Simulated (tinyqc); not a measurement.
# Worked calculation: off-state leakage of single and stacked transistors

Computed by the program tinyqc: `OMP_NUM_THREADS=1 python tinyqc.py 2242157 2242158 out.jsonl`, one thread of a shared Intel Xeon 2.30GHz, about 0.03 s for the whole run. Printed values are rounded.

n-channel devices of unit width. Subthreshold current I(Vg, Vs, Vd) = I0 (T/300 K)^0.5 exp[(Vg - Vs - VT(T) - gb (Vs - Vb) + dd (Vd - Vs))/(nf Vt)] (1 - exp(-(Vd - Vs)/Vt)), VT(T) = VT - cT (T - 300 K). Gate-edge tunnelling Ig (Vd/1 V) exp(ag (Vd - 1 V)), for a gate at 0 V, and band-to-band leakage Ab u exp(-Bb/u), u = Vd - Vb + 1 V, flow at a drain held at V; both are taken as independent of T. In a stack of off transistors (all gates at 0 V) the same subthreshold current passes through each.

Values chosen for this exercise; values of the order met in bulk silicon logic transistors: temperature T = 358 K; supply voltage V = 0.7 V; threshold at 300 K, zero drain and body bias VT = 0.29 V; fall of the threshold with temperature cT = 0.8 mV/K; current at threshold at 300 K I0 = 0.15 uA/um; slope factor nf = 1.2; drain-induced lowering per volt dd = 0.14; rise of the threshold per volt of source-body bias gb = 0.14; gate-edge tunnelling current at 1 V Ig = 0.0001 uA/um; exponential slope of the gate current ag = 5.4 1/V; prefactor of band-to-band leakage at the drain Ab = 20 uA/(um V); its exponential voltage Bb = 21 V; body voltage Vb = -0.3 V.

Constants: q = 1.602176634e-19 C, kB = 1.380649e-23 J/K, Vt = kB T/q. Results are converted to the units shown.

## Leakage of one transistor

Vg = Vs = 0, Vd = V; effective threshold VT(T) - gb Vb - dd V.

effective threshold = 0.1876 V
parts (nA/um): subthreshold 1.03199, gate edge 0.0138529, band-to-band 1.10146
total = 2.14730 nA/um
shares (%): subthreshold 48.0599, gate edge 0.645131, band-to-band 51.2950

The band-to-band part is the largest.

## Starting value

Vx = dd V/(1 + gb + 2 dd), the solution for Vx well above Vt, rounded to three decimals.

Vx at the start = 0.069 V

## Iteration 1: new Vx

Stack of two, Vx the node between them: I_low = I(0, 0, Vx), I_up = I(0, Vx, V), f = ln(I_up/I_low), f' = -(1 + gb + 2 dd)/(nf Vt) - 1/(Vt (exp(Vx/Vt) - 1)) - 1/(Vt (exp((V - Vx)/Vt) - 1)), Vx(new) = Vx - f/f'.

I_low = 0.0847753 nA/um
I_up = 0.0949652 nA/um
f = 0.113506
f' = -42.2342 1/V
Vx after iteration 1 = 0.0716875 V

## Iteration 2: new Vx

As before.

I_low = 0.0864958 nA/um
I_up = 0.0865383 nA/um
f = 4.90358e-4
f' = -41.8757 1/V
Vx after iteration 2 = 0.0716992 V

## Course of the iteration

Stop when the step is below 1e-11 V, or after 40 iterations.

Course of the iteration:
```
iteration	Vx before the step (V)	step (V)
1	0.069	2.69e-3
2	0.0716875	1.17e-5
3	0.0716992	2.07e-10
4	0.0716992	< 1e-15
```

Converged in 4 iterations. The subthreshold current of the stack is 0.08650 nA/um, 11.9 times less than that of one transistor (the drain leakage is unchanged); the estimate exp[dd V (1 + gb + dd)/((1 + gb + 2 dd) nf Vt)] gives 10.9.
